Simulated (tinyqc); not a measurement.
Worked calculation: sp3 tight binding, zinc-blende lattice. One step of it, computed by the program tinyqc.

Problem. Levels at k. Diagonalise the Hermitian matrix.

H(k) at k (eV), lower triangle (Hermitian):
```
                      a s                 a px                 a py                a pz
a s            -14.070000
a px             0.000000            -6.990000
a py             0.000000             0.000000            -6.990000
a pz             0.000000             0.000000             0.000000           -6.990000
c s   -2.562328+6.690221i  -2.009953+4.910748i  -6.987287+1.412619i  3.567867-2.766463i
c px   2.009953-4.910748i   0.988326-2.580514i  -4.534039+3.515616i  8.879432-1.795153i
c py   6.987287-1.412619i  -4.534039+3.515616i   0.988326-2.580514i  2.554244-6.240569i
c pz  -3.567867+2.766463i   8.879432-1.795153i   2.554244-6.240569i  0.988326-2.580514i

            c s       c px       c py       c pz
c s   -8.830000
c px   0.000000  -4.250000
c py   0.000000   0.000000  -4.250000
c pz   0.000000   0.000000   0.000000  -4.250000
```

Give: eigenvalues; weights |c|^2 of the basis functions.

Solution.

eigenvalues (eV): -23.6240  -20.6030  -17.0122  -16.0867  2.0473  4.0229  5.5644  9.0713

weights |c|^2 of the basis functions:
```
      band 1  band 2  band 3  band 4  band 5  band 6  band 7  band 8
a s   0.5154  0.1129  0.0124  0.0205  0.2794  0.0249  0.0041  0.0305
a px  0.0131  0.1659  0.3430  0.0129  0.0572  0.0822  0.1771  0.1486
a py  0.0577  0.0957  0.0255  0.3496  0.0545  0.2924  0.0039  0.1206
a pz  0.0286  0.1644  0.1768  0.1793  0.0090  0.0341  0.2539  0.1538
c s   0.1930  0.2197  0.0313  0.0457  0.3968  0.0579  0.0076  0.0481
c px  0.0296  0.1391  0.2293  0.0130  0.0941  0.0969  0.2180  0.1798
c py  0.1037  0.0223  0.0166  0.2503  0.0943  0.3684  0.0050  0.1395
c pz  0.0588  0.0801  0.1651  0.1286  0.0146  0.0433  0.3304  0.1791
```
